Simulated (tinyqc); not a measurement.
Worked calculation: thin-body film or fin with hard walls, valleys of the Si type. Values are carried at full precision from step to step, so a last printed digit may differ when a step is redone from the rounded ones.

Six ellipsoidal valleys with their long axes along the cube axes, mass ml along the axis and mt across it. For a valley whose axis makes the angle theta with the surface normal, 1/m_z = cos^2(theta)/ml + sin^2(theta)/mt sets the confinement; in the plane the masses are m_1 = mt and m_2 = ml mt/m_z, and m_d = sqrt(m_1 m_2).

Constants: hbar^2/2m0 = 3.80998211 eV angstrom^2; kB = 8.617333262e-05 eV/K.

Inputs chosen for the exercise (near those of Si; the results hold for these values, not for the real material):
- ml = 0.902 m0 (longitudinal mass)
- mt = 0.191 m0 (transverse mass)
- face = 100 (face of the film or side wall of the fin)
- t = 72 angstrom (body thickness)
- T = 300 K (temperature)
- g_all = 6 (number of valleys)
- Ns = 1.9 x 1e12/cm^2 (sheet density in the on state)
- alpha = 0.52 1/eV (non-parabolicity)

## Valley masses for the (100) face

Group the valleys by their angle to the normal, heaviest m_z first.

Valleys (masses in m0):
```
valleys g  cos^2(theta)     m_z     m_1     m_2     m_d
2                1.0000  0.9020  0.1910  0.1910  0.1910
4                0.0000  0.1910  0.1910  0.9020  0.4151
```

## Subband edges

A film of thickness t between hard walls, flat band inside: E_n = c (n pi/t)^2/m_z above the bulk edge, c = hbar^2/2m0. Without degeneracy the sheet density is N2 exp((EF - Ec)/kB T) with N2 = sum_i g m_d/(2 pi c) kB T exp(-E_i/kB T) over n = 1 to 40 of each group; a classical film has t Nc with Nc = 2 g_all (m_dos kB T/(4 pi c))^(3/2), m_dos = (ml mt^2)^(1/3). The threshold shift is dVt = kB T ln(t Nc/N2).

The seven lowest levels of all groups together; primes mark the lighter m_z.

Subbands:
```
label  valleys g  E (eV)
1              2  0.0080
2              2  0.0322
1'             4  0.0380
3              2  0.0724
4              2  0.1287
2'             4  0.1519
5              2  0.2010
```

The second subband, 2, lies 24.1 meV above the first, 0.9 kB T at 300 K.

## Effective density of states and threshold shift

Sum the subbands; 1/angstrom^2 = 1e16/cm^2 and 1/angstrom^3 = 1e24/cm^3.

terms of N2 by group (1e12/cm^2): [4.492, 4.177]

Nc = 2.731 x 1e19/cm^3
t Nc = 19.665 x 1e12/cm^2
dVt = 21.2 mV

Confinement leaves 44 % of the classical states; the heaviest group holds 52 % of the electrons, against 33 % in the bulk.

## Filling at a given sheet density

n_i = g m_d/(2 pi c) kB T ln(1 + exp((EF - E_i)/kB T)) over the levels listed; solve sum n_i = Ns (1e12/cm^2 = 1e-4/angstrom^2); the band bending of the charge itself is left out. c = hbar^2/2m0.

EF = -0.0381 eV

n_i in the order of the list (1e12/cm^2): [0.640, 0.264, 0.921, 0.057, 0.007, 0.012, 0.000]

The fullest subband is 1', with 48 %.

## Non-parabolic correction

Each level E0 of the list is replaced by the root of E (1 + alpha E) = E0.

Levels (eV):
```
label  parabolic  corrected
1         0.0080     0.0080
2         0.0322     0.0316
1'        0.0380     0.0373
3         0.0724     0.0698
4         0.1287     0.1210
2'        0.1519     0.1415
5         0.2010     0.1835
```

The lowest level drops by 0.0 meV.

## Checks

- N2 of a 3000 angstrom film, summed over n to convergence, plus the half-term of the walls against t Nc, 1/angstrom^2: both 0.081937.

Computed by tinyqc, a small Python program: `OMP_NUM_THREADS=1 python tinyqc.py 1251209 1251210 out.jsonl` (the numbers bound the seed that draws the inputs); one thread of a shared host (Intel(R) Xeon(R) Processor @ 2.30GHz), about 0.01 s for the whole set of steps.
